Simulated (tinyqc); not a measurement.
Inside a calculation. Model: self-consistent Fermi level with native defects, at growth and after a quench. Computed by tinyqc, a small Python program that keeps every step. Command: `OMP_NUM_THREADS=1 python tinyqc.py 3020827 3020828 out.jsonl scfermi walk`. One thread of a shared host (Intel(R) Xeon(R) Processor @ 2.30GHz), about 0.06 s of CPU time with the checks. Intermediate numbers are printed to about 6 digits and carried at full precision; extremes and crossings named in words are read from the listed rows.

Energies are counted from the top of the valence band (VBM); when the gap shrinks with temperature the conduction band moves and the levels stay. The added dopant is taken as fully ionised. D and A draw on one reservoir with opposite signs, as the two vacancies of a compound do.

Inputs (values chosen for the exercise, with bands modelled on GaP):
```
quantity                                value   unit
gap E_g at 300 K                         2.27     eV
slope -dE_g/dT above 300 K            0.00046   eV/K
electron mass m_e                       0.514    m_0
valleys M_c                                 3      -
hole mass m_h                           0.794    m_0
E_f of the neutral native donor D       2.844     eV
E_f of the neutral native acceptor A    1.016     eV
shift s of the chemical potential       0.021     eV
site density N_s                      2.3e+22  cm^-3
dopant density N_X                    9.6e+17  cm^-3
growth temperature T_g                   1160      K
temperature of use T                      300      K
```

Added shallow dopant: donor.

levels of D above the VBM, most positive state first (eV): 1.45  1.86  1.86

levels of A above the VBM, (0/-1) first (eV): 0.756

Constants: m_0 = 9.1093837015e-31 kg; k_B = 1.380649e-23 J/K; h = 6.62607015e-34 J s; k_B = 8.617333262e-05 eV/K.

## Formation energies at E_F = 0

E_f(D, 0) = input + s and E_f(A, 0) = input - s; E_f(q, E_F = 0) follows from the levels, eps(q/q-1) = E_f(q - 1) - E_f(q) at E_F = 0.

E_f(q, E_F = 0) (eV): D(+3) -2.305, D(+2) -0.855, D(+1) 1.005, D(0) 2.865, A(0) 0.995, A(-1) 1.751

## Bands at growth

E_g(T) = E_g - slope x max(0, T - 300 K). N_c = 2 M_c (2 pi m_e k_B T/h^2)^(3/2) and N_v = 2 (2 pi m_h k_B T/h^2)^(3/2), masses in units of m_0. At growth T = T_g.

E_g(T_g) = 1.8744 eV

N_c(T_g) = 2.10932e+20 cm^-3

N_v(T_g) = 1.34992e+20 cm^-3

k_B T_g = 0.0999611 eV

## Charges across the gap at T_g

n = N_c F_1/2((E_F - E_g)/k_B T), p = N_v F_1/2(-E_F/k_B T). F_1/2(eta) = (2/sqrt(pi)) int_0^infinity sqrt(x)/(1 + exp(x - eta)) dx, by the trapezoid rule in t = sqrt(x) with step 0.02 up to t = 12 (for eta < -12 by exp(eta) - exp(2 eta)/2^(3/2)). In equilibrium c_q = N_s exp(-(E_f(q, 0) + q E_F)/k_B T). Net charge = p - n + sum q c_q + N_X; the log ratio is ln(positive charge/negative charge). Entries near or above N_s lie outside the dilute limit and only show that E_F cannot go there.

Densities (cm^-3):
```
E_F (eV)            n            p  charge on D  charge on A  log ratio
0.094     3.88108e+12  4.66742e+19  4.24667e+31  1.45434e+15    37.9103
0.375     6.45350e+13  3.14408e+18  9.23690e+27  2.41829e+16    26.6659
0.656     1.07309e+15  1.90550e+17  2.00953e+24  4.02116e+17    15.4218
0.937     1.78430e+16  1.14649e+16  4.38702e+20  6.68642e+18     4.1833
1.218     2.96557e+17  6.89509e+14  1.01273e+17  1.11183e+20    -4.6537
1.500     4.94214e+18  4.10538e+13  4.24181e+13  1.86734e+21    -7.5757
1.781     7.33224e+19  2.46894e+12  1.02227e+11  3.10504e+22   -10.3865
```

## Equilibrium at growth

E_F is the root of the log ratio, by 50 bisections between -0.5 eV and E_g + 0.5 eV.

E_F at growth = 1.04295 eV

n at growth = 5.14928e+16 cm^-3

p at growth = 3.97261e+15 cm^-3

Defects at growth:
```
state  E_f (eV)    c (cm^-3)
D(+3)   0.82384  6.05943e+18
D(+2)   1.23089  1.03261e+17
D(+1)   2.04795  2.91166e+13
D(0)    2.86500  8.21003e+09
A(0)    0.99500  1.09349e+18
A(-1)   0.70805  1.92973e+19
```

total D = 6.16272e+18 cm^-3

total A = 2.03908e+19 cm^-3

The largest part of the positive charge comes from charged D (95 %) and that of the negative charge from charged A (100 %). Caution: above about 2e19 cm^-3 defects interact, pair and form bands, which the dilute model leaves out.

## After the quench to T

After a quench the totals of D and A stay as grown, and each is shared among its charge states with weights exp(-(E_f(q, 0) + q E_F)/k_B T).

E_F after the quench = 0.834249 eV

n after the quench = 2.10662e-05 cm^-3

p after the quench = 171606 cm^-3

Frozen defects:
```
state    c (cm^-3)  share of its total
D(+3)  6.16272e+18         1.00000e+00
D(+2)  2.79006e+08         4.52732e-11
D(+1)  1.63591e-09         2.65452e-28
D(0)   9.59186e-27         1.55643e-45
A(0)   9.42650e+17         4.62291e-02
A(-1)  1.94482e+19         9.53771e-01
```

The material is semi-insulating, weakly p-type with 172000 carriers per cm^3. Carriers of the sign that the dopant should give amount to 2.2e-21 % of its density.

## Slow cooling against a quench

Each E_F by bisection; full equilibrium lets the defects form and vanish at every T.

Two histories (densities in cm^-3):
```
T (K)  E_F, equilibrium (eV)            n            p  all defects  E_F, frozen (eV)    n, frozen    p, frozen
990                  1.04153  3.82751e+15  5.30873e+14  7.38156e+18           1.01073  2.66778e+15  7.61653e+14
820                  1.05830  1.32158e+14  2.51179e+13  1.39313e+18           0.96935  3.75340e+13  8.84408e+13
640                  1.19485  5.03408e+12  2.15689e+10  9.60339e+17           0.92291  3.63426e+10  2.98768e+12
470                  1.34258  4.26067e+10  1.39756e+05  9.60000e+17           0.87859  4.50965e+05  1.32040e+10
300                  1.49031  2.21241e+06  1.63401e-06  9.60000e+17           0.83425  2.10662e-05  1.71606e+05
```

At 300 K equilibrium would leave 9.60e17 defects per cm^3 against 2.66e19 frozen in, and E_F differs by -0.656 eV. Both histories end semi-insulating. Real samples lie between, set by the temperature at which diffusion stops.

Checks made by the program: neutrality at growth (relative difference below 1e-10).
